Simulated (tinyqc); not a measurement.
# From residual resistance ratio back to residual resistivity rho_0

Model: Bloch-Grueneisen resistivity of a metal. Computed by tinyqc, a small Python program. Command: `OMP_NUM_THREADS=1 python tinyqc.py 3001451 3001452 out.jsonl bg inv`. One thread of a shared host (Intel(R) Xeon(R) Processor @ 2.30GHz), about 0.01 s of CPU time with the checks.

Electrons scatter from a Debye spectrum of phonons (n = 5 for scattering within one band, n = 3 for scattering into a second, heavy band) and from static defects.

Inputs (values chosen for the exercise, modelled on platinum):
```
quantity,value,unit
exponent n,5,-
Debye temperature Theta,224,K
transport coupling lambda_tr,0.51,-
Drude plasma energy hbar w_p,7.2,eV
temperature T,200,K
saturation resistivity,120,microohm cm
```

Addition: saturation.

Constants: k_B = 1.380649e-23 J/K; hbar = 1.054571817e-34 J s; eps_0 = 8.8541878128e-12 F/m; hbar = 6.582119569e-16 eV s; k_B = 8.617333262e-05 eV/K.

Method:
- J_n(y) = int_0^y x^n e^x/(e^x - 1)^2 dx, by 96 Gauss-Legendre points (upper limit at most 60).
- rho_ph = (n - 1) rho_1 (T/Theta)^n J_n(Theta/T), with rho_1 = 2 pi lambda_tr k_B Theta/(hbar eps_0 w_p^2), the high-temperature line at T = Theta.
- Parallel-resistor saturation: 1/rho = 1/(rho_0 + rho_ph) + 1/rho_sat.
- Temperature coefficient (1/rho) d rho/dT by a central difference of +/- 0.5 K; residual ratio rho(295 K)/rho(4.2 K); scattering time tau = 1/(eps_0 w_p^2 rho); Wiedemann-Franz kappa = L_0 T/rho, L_0 = (pi^2/3)(k_B/e)^2.

Task: A run gave the result below. Find the residual resistivity rho_0, known to lie between 0.0063 and 0.019 microohm cm.

residual resistance ratio = 907.9381

Result:

Each step takes the trial c = (a f_b - b f_a)/(f_b - f_a), f being the result less the target and a, b, c the logarithms of the listed values; c replaces end b, the old b replaces a if the sign of f changed, and otherwise f_a is halved.

Scan of the range:
```
residual resistivity rho_0 (microohm cm),residual resistance ratio
0.00630,1639.56
0.00757,1365.02
0.00910,1135.93
0.01090,948.67
0.01320,783.66
0.01580,654.94
0.01900,544.85
```

False position (Illinois rule, in the logarithm of the input) inside the bracket:
```
step,end a,end b,trial,residual resistance ratio
1,0.0109000,0.0132000,0.0114275,904.961
2,0.0109000,0.0114275,0.0113589,910.422
3,0.0114275,0.0113589,0.0113901,907.934
4,0.0113589,0.0113901,0.0113900,907.938
5,0.0113589,0.0113900,0.0113900,907.938
6,0.0113900,0.0113900,0.0113900,907.938
```

Residual resistance ratio falls at every point of a 13-point scan of the range (every second point is shown), so one value fits; it is bracketed by 0.0109 and 0.0132. Answer: residual resistivity rho_0 = 0.01139 microohm cm.
